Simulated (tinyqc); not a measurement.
A square-lattice strip 2 sites wide, recursive Green functions: two steps of the calculation.

The device has N = 3 slices of 2 site(s), nearest-neighbour hopping -t, and site energies U; the leads are semi-infinite continuations with site energy 0. V = <i+1|H|i> = -t 1.

Parameters, values chosen for the exercise: hopping (matrix element -t) t = 1 eV; site energies, slice by slice (2 a slice) U = [0.81, -0.36, -0.75, 1.23, -1.12, 0.88] eV; energy E = 2.03 eV.

Problem 1. Slice 1. Forward pass: g_1 = (E - H_1 - Sigma)^(-1), g_i = (E - H_i - V g_(i-1) V^dagger)^(-1), with Sigma also subtracted on the last slice; G_(i,1) = g_i V G_(i-1,1), starting from g_1. H_i is the block of slice i: its site energies on the diagonal and -t between neighbouring rows.

Sigma (eV):
```
[[0.44596024-0.42859509i, -0.06903976+0.42859509i],
 [-0.06903976+0.42859509i, 0.44596024-0.42859509i]]
```

Find: g_1.

Solution 1.

g_1 (1/eV):
```
[[0.35753-0.87187i, 0.11319+0.53332i],
 [0.11319+0.53332i, 0.26265-0.32623i]]
```

Problem 2. Transmission and its channels. T(E) = Tr[Gamma G_(N,1) Gamma G_(N,1)^dagger]. The non-zero eigenvalues T_n of the matrix under the trace are the channel transmissions; Fano factor sum T_n (1 - T_n)/sum T_n.

G_(3,1) (1/eV):
```
[[0.06397629+0.18995660i, 0.06869015-0.09644772i],
 [0.13146261-0.55943996i, -0.14468664+0.24088817i]]
```

Gamma (eV):
```
[[0.85719018, -0.85719018],
 [-0.85719018, 0.85719018]]
```

Give: T(E); T_n; Fano factor.

Solution 2.

T(E) = 0.92572
T_n: [0.92572]
Fano factor = 0.074278

With 1 open mode(s) in the leads T(E) cannot exceed 1. Inverting the whole matrix gives the same value.

Computed by the program tinyqc: `OMP_NUM_THREADS=1 python tinyqc.py 2660128 2660129 out.jsonl`, one thread of a shared Intel Xeon 2.30GHz, about 0.01 s for the whole run.
